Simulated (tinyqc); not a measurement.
# Ferroelectric switching by domains, regions with a spread of times with Merz's law: several studies

A film poled to -Ps gets a pulse V of length t. Field E = V/d, characteristic time tau = t0 exp(Ea/E). The film consists of seven classes of regions, z = -3..3, with weights w_z proportional to exp(-z^2/2) and summing to one, and times tau_z = tau 10^(wd z); the switched share is f = sum w_z [1 - exp(-(t/tau_z)^m)]. P = Ps (2 f - 1).

Inputs (values chosen for the exercise): switchable polarisation Ps = 27 uC/cm^2; time prefactor t0 = 0.21 ns; activation field Ea = 5300 kV/cm; film thickness d = 5 nm; Avrami exponent m = 2; pulse voltage V = 0.61 V; spread of switching times wd = 0.9 decades; pulse length tp = 16 ns.

Each table varies one quantity; the others keep the values above.

## Effect of the Avrami exponent

t10, t50 and t90 are the pulse lengths for f = 0.1, 0.5 and 0.9; f is taken at tp.

The same in every row: tau (ns) = 16.177.

Effect of the Avrami exponent:
```
m    t10 (ns)  t50 (ns)  t90 (ns)  f at tp
0.5  0.073635    6.5037    267.88  0.61573
1     0.39542    9.9170    199.47  0.58019
1.5   0.64299    12.242    181.04  0.56081
2     0.87030    13.342    168.89  0.55322
2.5    1.0399    13.934    160.71  0.55000
3      1.1660    14.305    155.07  0.54833
4      1.3416    14.760    148.04  0.54631
```

As m goes from 0.5 to 4, t50 rises from 6.50 to 14.8 ns and f at tp falls from 0.616 to 0.546; t90/t10 goes from 3640 to 110.

## Effect of the pulse voltage

Same model as above.

Effect of the pulse voltage:
```
V (V)  tau (ns)  t10 (ns)  t50 (ns)  t90 (ns)  f at tp
0.3        1440     77.49      1188   1.504e4  0.02732
0.37      270.8     14.57     223.4      2827   0.1077
0.44      86.67     4.662     71.48     904.8   0.2858
0.53      31.17     1.677     25.70     325.4   0.3939
0.63      14.09    0.7582     11.62     147.1   0.5945
0.76      6.863    0.3692     5.660     71.65   0.7178
0.91      3.863    0.2078     3.186     40.33   0.7574
1.1       2.336    0.1257     1.927     24.39   0.8271
```

As V goes from 0.3 to 1.1 V, t50 falls from 1190 to 1.93 ns and f at tp rises from 0.0273 to 0.827; t90/t10 stays at 194, since only tau changes. At half the voltage of the last row tau would be 11.1 times longer.

## Switched share against pulse length

Same model as above.

f(t) as above; slope = d ln(-ln(1 - f))/d ln t.

Results:
```
tp (ns)        f  P (uC/cm^2)   slope
0.14     0.01953       -25.95   1.357
0.42     0.06510       -23.48  0.6368
1.3       0.1420       -19.33   1.038
11        0.4500       -2.701  0.7176
33        0.7088        11.28  0.2276
99        0.8084        16.65  0.5045
300       0.9450        24.03  0.1248
880       0.9699        25.38  0.3634
```

Estimate the missing row, tp = 3.8 ns.

Computed row:
```
tp (ns)       f  P (uC/cm^2)   slope
3.8      0.3147       -10.01  0.3628
```

With this row back in the table: The share f rises from 0.0195 to 0.970 over 3.8 decades of time; a single class with m = 2 needs 1.1 decades for the same change. The slope moves up and down between 0.125 and 1.36, below m: the spread of times stretches the switching.

Numbers from tinyqc (`OMP_NUM_THREADS=1 python tinyqc.py 2860068 2860069 out.jsonl`; about 0.01 s on one thread of a shared Intel Xeon 2.30GHz).
